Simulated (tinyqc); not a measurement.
Worked calculation: global model of a low-pressure process discharge: electron temperature, density, ion flux and ion energy. Computed by tinyqc, a small Python program that keeps every step. Command: `OMP_NUM_THREADS=1 python tinyqc.py 3114221 3114222 out.jsonl plasma walk`. One thread of a shared host (Intel(R) Xeon(R) Processor @ 2.30GHz), about 0.01 s of CPU time with the checks. Intermediate numbers are printed to about 6 digits and carried at full precision; extremes and crossings named in words are read from the listed rows.

Maxwellian electrons with temperature T_e in eV, one positive ion, no negative ions, uniform bulk density n; rate constants have the Arrhenius form.

Inputs (values chosen for the exercise, of the order of those of an inductive discharge in a simple atomic gas): ion mass M = 35.5 u; ionisation prefactor K0 = 3.5e-14 m^3/s; ionisation energy E_iz = 14.1 eV; excitation prefactor X0 = 1.8e-14 m^3/s; excitation energy E_ex = 10.8 eV; elastic rate constant K_el = 1.8e-13 m^3/s; ion-neutral cross section = 1e-18 m^2; pressure p = 10 Pa; gas temperature T_g = 300 K; radius R = 15 cm; height L = 6.2 cm; absorbed power P = 1900 W; bias power P_b = 110 W; radius of the biased electrode = 15 cm; bias frequency = 13.56 MHz; mixing = 0.2.

Constants: k_B = 1.380649e-23 J/K; e = 1.602176634e-19 C; u = 1.6605390666e-27 kg; m_0 = 9.1093837015e-31 kg; eps_0 = 8.8541878128e-12 F/m.

## Geometry factors

n_g = p/(k_B T_g); lambda_i = 1/(n_g sigma); h_L = 0.86/sqrt(3 + L/(2 lambda_i)), h_R = 0.8/sqrt(4 + R/lambda_i); A_eff = 2 pi R^2 h_L + 2 pi R L h_R; d_eff = pi R^2 L/A_eff.

gas density n_g = 2.41432e+21 1/m^3

ion mean free path = 0.0414195 cm

h_L = 0.0974733

h_R = 0.0418082

A_eff = 162.230 cm^2

d_eff = 27.0143 cm

Caution: at so short an ion path the formulas for h_L and h_R give way to the ambipolar-diffusion limit.

## A fixed-point cycle for T_e

Particle balance: K0 exp(-E_iz/T_e) n_g d_eff = u_B, u_B = sqrt(e T_e/M). Cycle: T_out = T sqrt(loss/creation) with loss/creation = u_B/(K0 exp(-E_iz/T) n_g d_eff); T -> T + mixing (T_out - T), kept between 0.3 and 60 eV, from 3 eV; stop at |T_out - T| < 1e-9 eV or after 60 steps.

Course:
```
step   T (eV)  T_out (eV)  residual (eV)
0     3.00000     0.35182   -2.64818e+00
1     2.47036     0.45676   -2.01361e+00
2     2.06764     0.63750   -1.43014e+00
3     1.78161     0.91493   -8.66685e-01
4     1.60828     1.23323   -3.75051e-01
5     1.53327     1.43962   -9.36423e-02
6     1.51454     1.50062   -1.39187e-02
7     1.51175     1.51006   -1.69371e-03
8     1.51142     1.51122   -1.99235e-04
9     1.51138     1.51135   -2.33379e-05
10    1.51137     1.51137   -2.73239e-06
11    1.51137     1.51137   -3.19889e-07
12    1.51137     1.51137   -3.74500e-08
13    1.51137     1.51137   -4.38435e-09
14    1.51137     1.51137   -5.13284e-10
```

last residual = 5.13284e-10 eV

Converged in 15 steps.

## Electron temperature

Root found by bracketing.

T_e = 1.51137 eV

Bohm velocity u_B = 2026.76 m/s

K_iz = 3.10751e-18 m^3/s

## Energy per pair and density

E_c = E_iz + (X0 exp(-E_ex/T_e) E_ex + K_el (3 m_0/M) T_e)/K_iz; wall potential V_s = (T_e/2) ln(M/(2 pi m_0)); E_T = E_c + 2 T_e + T_e/2 + V_s; n = P/(e u_B A_eff E_T); ion current density J = e h_L n u_B; ionised share n/n_g.

collisional loss per pair E_c = 67.4631 eV

wall potential V_s = 6.98241 V

E_T = 78.2240 eV

plasma density n = 4.61074e+12 1/cm^3

ion current density J = 14.5938 mA/cm^2

ionised share = 0.00190975

Collisions take 86 % of the power and the walls the rest. T_e came from the particle balance alone; the power sets only n.

## Biased electrode

All bias power goes to ions: V_b = P_b/(J pi r^2). Debye length at the sheath edge lambda_D = sqrt(eps_0 T_e/(e h_L n)); Child-law sheath s = (sqrt2/3) lambda_D (2 V/T_e)^(3/4), V = V_b + V_s; ion transit time tau_i = 3 s sqrt(M/(2 e V)); collisions in the sheath s/lambda_i.

bias voltage V_b = 10.6633 V

lambda_D = 13.6325 micrometre

sheath width s = 0.0682642 mm

ion transit time = 20.9105 ns

transit time over bias period = 0.283546

s/lambda_i = 0.164812

## Pressure series at fixed power

n_g = p/(k_B T_g), lambda_i = 1/(n_g sigma), K_iz = K0 exp(-E_iz/T_e), h_L = 0.86/sqrt(3 + L/(2 lambda_i)), h_R = 0.8/sqrt(4 + R/lambda_i), A_eff = 2 pi R^2 h_L + 2 pi R L h_R and d_eff = pi R^2 L/A_eff follow p. E_c = E_iz + (X0 exp(-E_ex/T_e) E_ex + K_el (3 m_0/M) T_e)/K_iz; E_T = E_c + (5/2) T_e + (T_e/2) ln(M/(2 pi m_0)); n = P/(e u_B A_eff E_T); J = e h_L n u_B. Pressures without a root below 2 E_iz are left out.

Against pressure:
```
p (Pa)  T_e (eV)  E_c (eV)  E_T (eV)   n (1/cm^3)  J (mA/cm^2)
0.1      5.71596   24.0098   64.7069  5.83193e+11      16.3590
0.2      4.10121   26.5492   55.7495  8.93913e+11      19.3919
0.5      2.97294   31.0353   52.2023  1.40787e+12      21.2363
1.0      2.44460   35.7098   53.1152  1.92827e+12      21.1507
2.0      2.06666   41.9747   56.6891  2.59387e+12      19.9825
5.0      1.71020   53.9031   66.0796  3.68990e+12      17.2407
10.0     1.51137   67.4631   78.2240  4.61074e+12      14.5938
20.0     1.35377   88.4448   98.0835  5.44721e+12      11.6512
```

T_e falls from 5.72 to 1.35 eV, n changes by a factor 9.3 and J by 0.71; in J = P h_L/(A_eff E_T), E_T changes by a factor 1.52 and is least at 0.5 Pa, between wall losses at high T_e and excitation losses at low T_e.

Checks made by the program: cycle against bracketing (relative difference below 1e-10).
